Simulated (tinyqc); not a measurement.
Two-band k.p model of the X valleys of a zinc-blende crystal, step by step. Values are carried at full precision from step to step, so a last printed digit may differ when a step is redone from the rounded ones.

With x = D/D0: for x < 1 the minima lie at k_m = sqrt(ml D0 (1 - x^2)/(4 c)), the hump at X has the height dE = (D0/4)(1 - x)^2 and the mass at the minimum is ml/(1 - x^2); the mass at X is ml/(1 - 1/x), negative for x < 1. For x > 1 the minimum is at X.

Constants: hbar^2/2m0 = 3.80998211 eV angstrom^2; kB = 8.617333262e-05 eV/K.

Inputs chosen for the exercise (of the order of those of GaP; shifted at random, so the results belong to these values and not to a real crystal): D = 0.331 eV (splitting of the two conduction levels at X); D0 = 0.4 eV (coupling energy); ml = 0.974 m0 (mass along the axis from remote bands); k = 0.119 1/angstrom (wave vector from X); kmax = 0.18 1/angstrom (end of the path); mt = 0.24 m0 (transverse mass); T = 150 K (temperature).

## Shape of the lower band

Give x, k_m, dE and both masses.

x = 0.8275
k_m = 0.08977 1/angstrom
dE = 2.976 meV
mass at the minimum = 3.090 m0
mass at X = -4.672 m0

The coupling wins over the splitting, so each X point carries two minima; the hump equals kT at 35 K.

## The matrix at one k

k along the valley axis, counted from X, c = hbar^2/2m0, e = c k^2/ml. H = [[e - D/2, i P k], [-i P k, e + D/2]] with P^2 = D0 c/ml, so E = e -/+ sqrt(D^2/4 + D0 e). For D = 0 (diamond lattice) the bands cross at X.

Give P, the matrix, its levels and the weight of the lower X state in the lower band.

P = 1.2509 eV angstrom

H (eV):
```
          1        2
1   -0.1101  0.1489i
2  -0.1489i   0.2209
```

levels (eV): -0.1672  0.2780

weight = 0.8718

## Dispersion along the axis

Nine points; energies of the lower band from its minimum, against a parabola about the minimum with the mass there.

Results:

| k (1/angstrom) | lower band (meV) | parabola (meV) | gap to the upper band (eV) |
|---|---|---|---|
| 0.0000 | 2.98 | 9.94 | 0.3310 |
| 0.0225 | 2.58 | 5.58 | 0.3358 |
| 0.0450 | 1.59 | 2.47 | 0.3496 |
| 0.0675 | 0.50 | 0.61 | 0.3716 |
| 0.0900 | 0.00 | 0.00 | 0.4003 |
| 0.1125 | 0.74 | 0.64 | 0.4345 |
| 0.1350 | 3.32 | 2.52 | 0.4729 |
| 0.1575 | 8.21 | 5.66 | 0.5146 |
| 0.1800 | 15.78 | 10.04 | 0.5589 |

At kmax the band lies at 15.8 meV and the parabola at 10.0 meV: far from X the curvature returns to 1/ml, so the band is steeper than the parabola of the minimum.

## Thermal masses

Thermal masses along the axis for one X point, lower band, E from the minimum, on 1601 points from -0.8 to 0.8 1/angstrom: density-of-states mass m_d = c I^2/(pi kT), I = integral of exp(-E/kT) dk; conductivity mass m_c = 2 c kT/<(dE/dk)^2> with central differences.

Give m_d, m_c and Nc = 3 x 2 (kT/(4 pi c))^(3/2) mt sqrt(m_d) for three X points; 1 angstrom^-3 = 1e24 cm^-3.

m_d = 8.775 m0
m_c = 3.574 m0
Nc = 1.892e+19 cm^-3

Two separate parabolic minima would give m_d = 4 x 3.090 = 12.359; kT/dE = 4.34.

## Checks

- Height of the hump by numerical search against the closed form (meV): both 2.976.
- Thermal masses without coupling against ml: both 0.9740.

tinyqc: `OMP_NUM_THREADS=1 python tinyqc.py 1850864 1850865 out.jsonl`; about 0.01 s, one thread, shared Intel(R) Xeon(R) Processor @ 2.30GHz.
